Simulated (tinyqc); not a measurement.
Doping and flat-band voltage from the body effect.

Question. VT = Vfb + 2 phiF + gamma sqrt(2 phiF + Vsb), phiF = Vt ln(Na/ni), gamma = sqrt(2 q eps0 eps_r Na)/Cox, Cox = eps0 eox/tox. Find Na, gamma and Vfb from two thresholds.

Inputs (values chosen for the exercise); material values those of a made-up semiconductor: temperature T = 250 K; relative permittivity of the semiconductor eps_r = 10.7; relative permittivity of the gate insulator eox = 22.9; insulator thickness tox = 12 nm.

Constants: q = 1.602176634e-19 C, kB = 1.380649e-23 J/K, Vt = kB T/q, eps0 = 8.8541878128e-14 F/cm where lengths are in cm. Results are converted to the units shown.

VT at Vsb = 0 and 1.9 V (V): [0.37950425, 0.52276797]
ni = 1.7178904e9 cm^-3

Answer. The difference of the thresholds, gamma [sqrt(2 phiF + Vsb) - sqrt(2 phiF)], holds no Vfb and rises with Na, so it has one root; Vfb then follows from the first threshold.

Na = 3.50e17 cm^-3
gamma = 0.193 V^0.5
Vfb = -0.620 V

tinyqc, about 0.05 s, one thread, Intel Xeon 2.30GHz (shared host): `OMP_NUM_THREADS=1 python tinyqc.py 2360067 2360068 out.jsonl`
